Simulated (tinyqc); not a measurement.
Valley-orbit splitting of a donor ground state, with strain. From hyperfine ratio A/A_0 back to shear deformation potential Xi_u. Computed by tinyqc, a small Python program. Command: `OMP_NUM_THREADS=1 python tinyqc.py 3026114 3026115 out.jsonl valleyorbit inv`. One thread of a shared host (Intel(R) Xeon(R) Processor @ 2.30GHz), about 0.01 s of CPU time with the checks.

The basis is the 1s envelope in each valley; energies are counted from the unstrained conduction-band edge. The strain is e_s (a a^T - 1/3) for the unit stress axis a, so valley j along n_j moves by Xi_u e_s w_j with w_j = (n_j.a)^2 - 1/3: +2/3 for [111], -2/9 for the others.

Inputs (values chosen for the exercise, for a model many-valley semiconductor):
```
quantity                            value  unit
single-valley binding energy E_0     13.6   meV
central-cell shift Lambda             1.2   meV
coupling Delta_1                     0.73   meV
shear strain e_s                  -0.0014     -
```

Valleys: four along <111>. Stress axis: [111].

Method. H_jj = -(E_0 + Lambda) + Xi_u e_s w_j; H_jk = -Delta_1 between any two valleys. Diagonalise H; the ground vector has positive components. The density at the nucleus, and so the contact hyperfine coupling, scales as (sum_j c_j)^2/(number of valleys), which is 1 without strain; the envelopes are held fixed.

Question. A run gave the result below. Find the shear deformation potential Xi_u, known to lie between 12 and 18 eV.

hyperfine ratio A/A_0 = 0.3136026

Answer.

Each step takes the trial c = (a f_b - b f_a)/(f_b - f_a), f being the result less the target and a, b, c the logarithms of the listed values; c replaces end b, the old b replaces a if the sign of f changed, and otherwise f_a is halved.

Scan of the range:
```
shear deformation potential Xi_u (eV)  hyperfine ratio A/A_0
12.0                                                0.334167
12.8                                                0.328283
13.7                                                0.322562
14.7                                                0.317102
15.7                                                0.312398
16.8                                                0.307925
18.0                                                0.303718
```

False position (Illinois rule, in the logarithm of the input) inside the bracket:
```
step    end a    end b    trial  hyperfine ratio A/A_0
1     14.7000  15.7000  15.4376               0.313568
2     14.7000  15.4376  15.4230               0.313635
3     15.4376  15.4230  15.4300               0.313603
4     15.4230  15.4300  15.4300               0.313603
```

Hyperfine ratio A/A_0 falls at every point of a 13-point scan of the range (every second point is shown), so one value fits; it is bracketed by 14.7 and 15.7. Answer: shear deformation potential Xi_u = 15.43 eV.
